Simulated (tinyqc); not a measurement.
Coverage against grain size: equilibrium and kinetic segregation of a solute to boundaries and growing surfaces. Computed by tinyqc, a small Python program. Command: `OMP_NUM_THREADS=1 python tinyqc.py 3021159 3021160 out.jsonl segreg walk`. One thread of a shared host (Intel(R) Xeon(R) Processor @ 2.30GHz), about 0.01 s of CPU time with the checks.

Inputs (values chosen for the exercise, for a model alloy):
```
quantity                   value  unit
segregation energy Q       0.685    eV
total solute fraction x0  0.0054     -
temperature T               1100     K
boundary thickness delta    0.63    nm
```

Isotherm: Langmuir-McLean.

Constants: k_B = 8.617333262e-05 eV/K.

Method. With theta the solute fraction on boundary sites and x that in the grains, theta/(1 - theta) = [x/(1 - x)] exp[Q/(k_B T)]. Finite grains: boundary sites are the fraction f = 3 delta/d, and x0 = (1 - f) x + f theta; solve both equations for theta; share at boundaries = f theta/x0.

At T:
```
d (nm)    theta  x in the grains  share at boundaries (%)
15      0.04263        0.0000324                   99.476
30      0.08471        0.0000673                   98.832
60      0.16695        0.0001457                   97.387
120     0.32135        0.0003442                   93.727
250     0.58169        0.0010101                   81.437
500     0.77398        0.0024837                   54.179
1000    0.84056        0.0038186                   29.420
5000    0.87516        0.0050711                    6.126
```

From the largest grains to the smallest the share at boundaries rises from 6.1 to 99 %, and x/x0 falls to 0.0060. In the dilute limit x/x0 = 1/(1 - f + f exp(Q/(k_B T))), which gives 0.0057 at 15 nm.

Extremes, crossings and ranges named in words are read from the listed rows.
